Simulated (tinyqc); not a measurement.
Kissinger analysis: growth of a silicide layer between metal and silicon: linear-parabolic kinetics, ramp anneals and Kissinger analysis. Computed by tinyqc, a small Python program. Command: `OMP_NUM_THREADS=1 python tinyqc.py 3007458 3007459 out.jsonl silicide walk`. One thread of a shared host (Intel(R) Xeon(R) Processor @ 2.30GHz), about 0.1 s of CPU time with the checks.

One compound layer of thickness x grows by diffusion through itself and reaction at an interface, dx/dt = 1/(2x/K + 1/v), until the metal is used up at x = a h.

Inputs (values chosen for the exercise, modelled on CoSi):
```
quantity                                 value    unit
metal thickness h                           53      nm
silicide formed per metal thickness a     2.02       -
prefactor of the parabolic constant K  3.2e+13  nm^2/s
activation energy E of K                  1.86      eV
prefactor of the interface velocity v  7.9e+13    nm/s
activation energy E_v                     2.05      eV
```

Constants: k_B = 8.617333262e-05 eV/K.

Method:
- The silicide ends at the thickness a h.
- K = K0 exp(-E/(k_B T)), v = v0 exp(-E_v/(k_B T)).
- Temperatures in kelvin are T(C) + 273.15.
- Ramp from x = 0 at 100 C at the rate beta: dx/dT = (1/beta)/(2x/K + 1/v), integrated adaptively (tolerance 1e-9) until x = a h at T_f.
- Plot ln(beta/T_f^2) against 1/(k_B T_f), T_f in kelvin; minus the least-squares slope estimates the activation energy.

final thickness = 107.06 nm

Ramps:
```
beta (C/s)  T_f (C)  1/(k_B T_f) (1/eV)  ln(beta/T_f^2)
0.03         486.90              15.268         -16.773
0.1          518.05              14.667         -15.650
0.3          548.73              14.119         -14.627
1            585.13              13.521         -13.510
3            621.18              12.976         -12.494
10           664.21              12.380         -11.384
30           707.12              11.838         -10.374
```

Kissinger energy = 1.8655 eV

What does the comparison show, and why?

A thousandfold faster ramp raises the completion temperature by only 220 C. The fit gives 1.866 eV, against E = 1.86 eV for diffusion and E_v = 2.05 eV for the interface: diffusion controls. Caution: nucleation and competing phases are left out; disilicides such as CoSi2 and the low-resistance form of TiSi2 start by nucleation and follow this law at best in part.

Extremes, crossings and ranges named in words are read from the listed rows.
